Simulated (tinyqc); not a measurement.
Deep level with several charge states, and Shockley-Read-Hall recombination: one step. The neutral state. Three cases, with inputs chosen for the exercise.

Problem. Solve for EF.

Energies from Ev. The defect has charge states 0, -1, -2 with weights 1, gm exp((EF - E1)/kT), exp((2 EF - E1 - E2)/kT); the shares are the weights over their sum. Boltzmann carriers: n = Nc exp((EF - Eg)/kT), p = Nv exp(-EF/kT). Neutrality: p - n + Nd + Nt <q> = 0.

Constants: kB = 8.617333262e-05 eV/K.

Give: EF; shares at EF; n; p.

Case 1.

Values chosen (gap and densities of states near those of SiC at this temperature; shifted at random, so the results belong to these values and not to a real crystal): Eg = 3.241 eV (gap); Nc = 3.18e+19 1/cm^3 (conduction-band density of states); Nv = 5.57e+19 1/cm^3 (valence-band density of states); T = 450 K; E1 = 1.497 eV (level (0/-1) above Ev); E2 = 2.467 eV (level (-1/-2) above Ev); gm = 2 (degeneracy of the middle state, the others 1); Nt = 5.8e+15 1/cm^3 (defects); Nd = -7.5e+15 1/cm^3 (ionised shallow donors minus acceptors).

Solution.

EF = 0.3456 eV

shares at EF: 0 1.000, -1 0.000, -2 0.000

n = 1.19e-13 1/cm^3
p = 7.50e+15 1/cm^3

Without the defects the majority density would be 7.50e+15 1/cm^3; with them the density of these carriers is 7.50e+15, nearly the same. Most defects are in the state 0.

Case 2.

Values chosen (gap and densities of states near those of Si at this temperature; shifted at random, so the results belong to these values and not to a real crystal): Eg = 1.128 eV (gap); Nc = 2.7e+19 1/cm^3 (conduction-band density of states); Nv = 1.12e+19 1/cm^3 (valence-band density of states); T = 300 K; E1 = 0.552 eV (level (0/-1) above Ev); E2 = 0.73 eV (level (-1/-2) above Ev); gm = 2 (degeneracy of the middle state, the others 1); Nt = 1.3e+13 1/cm^3 (defects); Nd = -2e+12 1/cm^3 (ionised shallow donors minus acceptors).

Solution.

EF = 0.4008 eV

shares at EF: 0 0.994, -1 0.006, -2 0.000

n = 1.64e+07 1/cm^3
p = 2.07e+12 1/cm^3

Without the defects the majority density would be 2.00e+12 1/cm^3; with them the density of these carriers is 2.07e+12, nearly the same. Most defects are in the state 0.

Case 3.

Values chosen (gap and densities of states near those of Si at this temperature; shifted at random, so the results belong to these values and not to a real crystal): Eg = 1.131 eV (gap); Nc = 3.64e+19 1/cm^3 (conduction-band density of states); Nv = 1.34e+19 1/cm^3 (valence-band density of states); T = 350 K; E1 = 0.363 eV (level (0/-1) above Ev); E2 = 0.89 eV (level (-1/-2) above Ev); gm = 2 (degeneracy of the middle state, the others 1); Nt = 1.3e+16 1/cm^3 (defects); Nd = -3.1e+17 1/cm^3 (ionised shallow donors minus acceptors).

Solution.

EF = 0.1136 eV

shares at EF: 0 0.999, -1 0.001, -2 0.000

n = 8.15e+04 1/cm^3
p = 3.10e+17 1/cm^3

Without the defects the majority density would be 3.10e+17 1/cm^3; with them the density of these carriers is 3.10e+17, nearly the same. Most defects are in the state 0.

Computed by tinyqc, one run a case: `OMP_NUM_THREADS=1 python tinyqc.py N N+1 out.jsonl` with N = 1650429, 1651066, 1651519; one thread of a shared Intel(R) Xeon(R) Processor @ 2.30GHz, about 0.01 s a run at most.
